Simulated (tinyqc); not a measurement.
# Gate-all-around wire with two subbands, quantum capacitance: what changes with what

phi is the Fermi level above the lowest subband edge, in volts; Vg is counted from the gate voltage at which an empty wire would have phi = 0. Both directions of motion are filled (equilibrium).

Parameters, values chosen for the exercise:
```
symbol,value,unit,meaning
T,300,K,temperature
eox,22.6,,relative permittivity of the gate insulator (close to hafnium oxide)
tox,2.6,nm,insulator thickness
md,0.23,m0,mass along the wire
gv,1,,valley degeneracy
E2,0.23,eV,second subband above the first
g2,1,,orbital degeneracy of the second subband
rw,4.2,nm,radius of the wire
Vg,0.68,V,gate voltage
```

Constants: q = 1.602176634e-19 C, kB = 1.380649e-23 J/K, hbar = 1.054571817e-34 J s, m0 = 9.1093837015e-31 kg, Vt = kB T/q, eps0 = 8.8541878128e-14 F/cm where lengths are in cm. Results are converted to the units shown.

Each table varies one quantity; the others keep the values above.

## Effect of the gate voltage

N1 = gv sqrt(2 md m0 kB T/(pi hbar^2)); n1 = N1 F(phi/Vt), n2 = g2 N1 F((phi - E2)/Vt), n = n1 + n2, F(e) = (1/sqrt(pi)) int_0^infinity u^(-1/2) du/(1 + exp(u - e)); Cq = q dn/dphi = (q N1/Vt) [F'(phi/Vt) + g2 F'((phi - E2)/Vt)]. Cox = 2 pi eps0 eox/ln(1 + tox/rw) per length; Vg = phi + q n/Cox. 1/C_G = 1/Cox + 1/(Cq); dphi/dVg = Cox/(Cox + Cq).

The same in every row: Cox (pF/cm) = 26.09.

Result of one run:

| Vg (V) | phi (V) | n (cm^-1) | Cq (pF/cm) | C_G (pF/cm) | dphi/dVg | share of the second band (%) |
|---|---|---|---|---|---|---|
| 0.58 | 0.4678 | 1.827e7 | 4.453 | 3.804 | 0.8542 | 41.53 |

What becomes of these results when the gate voltage Vg is changed from 0.58 to 0.73 V, all else the same?

Result of the changed run:

| Vg (V) | phi (V) | n (cm^-1) | Cq (pF/cm) | C_G (pF/cm) | dphi/dVg | share of the second band (%) |
|---|---|---|---|---|---|---|
| 0.73 | 0.5977 | 2.155e7 | 3.704 | 3.244 | 0.8757 | 43.92 |

The whole series:

| Vg (V) | phi (V) | n (cm^-1) | Cq (pF/cm) | C_G (pF/cm) | dphi/dVg | share of the second band (%) |
|---|---|---|---|---|---|---|
| -0.2 | -0.2000 | 972.9 | 0.006027 | 0.006026 | 0.9998 | 0.01368 |
| -0.04 | -0.04234 | 3.818e5 | 2.091 | 1.936 | 0.9258 | 0.01552 |
| 0.11 | 0.08348 | 4.319e6 | 4.833 | 4.078 | 0.8437 | 0.1779 |
| 0.27 | 0.2191 | 8.292e6 | 7.202 | 5.644 | 0.7837 | 12.26 |
| 0.42 | 0.3345 | 1.392e7 | 6.405 | 5.142 | 0.8029 | 35.20 |
| 0.58 | 0.4678 | 1.827e7 | 4.453 | 3.804 | 0.8542 | 41.53 |
| 0.73 | 0.5977 | 2.155e7 | 3.704 | 3.244 | 0.8757 | 43.92 |
| 0.89 | 0.7390 | 2.459e7 | 3.222 | 2.868 | 0.8901 | 45.34 |
| 1.04 | 0.8733 | 2.715e7 | 2.908 | 2.616 | 0.8997 | 46.18 |
| 1.2 | 1.018 | 2.966e7 | 2.656 | 2.411 | 0.9076 | 46.80 |

As Vg goes from -0.2 to 1.2, Cq goes from 0.00603 through a maximum of 7.20 (at Vg = 0.27 among the rows listed) to 2.66 pF/cm, C_G/Cox goes from 2.31e-4 through a maximum of 0.216 (at Vg = 0.27 among the rows listed) to 0.0924 and n rises from 973 to 2.97e7 cm^-1. Cq is below Cox in every row, so the density of states limits the response dn/dVg more than the insulator does. The peak of Cq mirrors the inverse-square-root peak of the density of states at a subband edge.

## Effect of the mass along the wire

Same model as above.

The same in every row: Cox (pF/cm) = 26.09.

Results:

| md (m0) | phi (V) | n (cm^-1) | Cq (pF/cm) | C_G (pF/cm) | dphi/dVg | share of the second band (%) |
|---|---|---|---|---|---|---|
| 0.02 | 0.6393 | 6.631e6 | 1.044 | 1.003 | 0.9615 | 44.42 |
| 0.034 | 0.6275 | 8.546e6 | 1.378 | 1.309 | 0.9498 | 44.29 |
| 0.097 | 0.5944 | 1.394e7 | 2.415 | 2.210 | 0.9153 | 43.88 |
| 0.16 | 0.5727 | 1.748e7 | 3.183 | 2.837 | 0.8913 | 43.58 |
| 0.28 | 0.5429 | 2.233e7 | 4.376 | 3.748 | 0.8564 | 43.11 |
| 0.47 | 0.5097 | 2.773e7 | 5.944 | 4.841 | 0.8145 | 42.49 |
| 0.8 | 0.4700 | 3.419e7 | 8.271 | 6.281 | 0.7593 | 41.58 |

Estimate the missing row, md = 0.057 m0.

Computed row:

| md (m0) | phi (V) | n (cm^-1) | Cq (pF/cm) | C_G (pF/cm) | dphi/dVg | share of the second band (%) |
|---|---|---|---|---|---|---|
| 0.057 | 0.6131 | 1.090e7 | 1.812 | 1.695 | 0.9351 | 44.12 |

With this row back in the table: As md goes from 0.02 to 0.8, Cq rises from 1.04 to 8.27 pF/cm, C_G/Cox rises from 0.0385 to 0.241 and n rises from 6.63e6 to 3.42e7 cm^-1. Cq is below Cox in every row, so the density of states limits the response dn/dVg more than the insulator does. For md = 0.02, 0.034, 0.057, 0.097 phi exceeds 0.3 V, where non-parabolicity and further bands matter for so light a mass.

Computed by the program tinyqc: `OMP_NUM_THREADS=1 python tinyqc.py 2200110 2200111 out.jsonl`, one thread of a shared Intel Xeon 2.30GHz, about 0.01 s for the whole run.
